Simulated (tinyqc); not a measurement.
An infinitely deep well in a field (quantum-confined Stark shift), Airy functions: two steps of the calculation.

Hard walls at x = -L/2 and +L/2; between them U(x) = -F x (eV, zero at the centre). C = hbar^2/(2 m0), e = (C F^2/m1)^(1/3), z1 = (F L/2 - E)/e at the left wall and z2 = (-F L/2 - E)/e at the right wall. Levels are the roots of D(E) = Ai(z1) Bi(z2) - Ai(z2) Bi(z1).

Parameters, values chosen for the exercise: mass m1 = 0.062 m0; well width L = 15.8 nm; field F = 0.0018 V/nm; level sought n = 1.

Constants: q = 1.602176634e-19 C, hbar = 1.054571817e-34 J s, m0 = 9.1093837015e-31 kg, hbar^2/(2 m0) = 0.0380998212 eV nm^2. Results are converted to the units shown.

Task 1. Level without field and second-order shift. E_n(0) = C (n pi/L)^2/m1; second-order shift m1 F^2 L^4 (1 - 15/(pi n)^2)/(48 C pi^2 n^2).

Find: E_n(0); second-order shift; F L/E_1(0).

Result 1.

E_n(0) = 0.02429 eV
second-order shift = -0.3605 meV
F L/E_1(0) = 1.171

Task 2. Secant step for the level. Secant step from the last two trial energies, E_a the older and E_b the newer: next = E_b - D(E_b) (E_b - E_a)/(D(E_b) - D(E_a)).

first trial energy = 0.0243 eV
second trial energy = 0.0231 eV

Find: D(E_a); D(E_b); third trial energy.

Result 2.

D(E_a) = 0.005409
D(E_b) = -0.01286
third trial energy = 0.02394 eV

Computed by the program tinyqc: `OMP_NUM_THREADS=1 python tinyqc.py 2580029 2580030 out.jsonl`, one thread of a shared Intel Xeon 2.30GHz, about 0.02 s for the whole run.
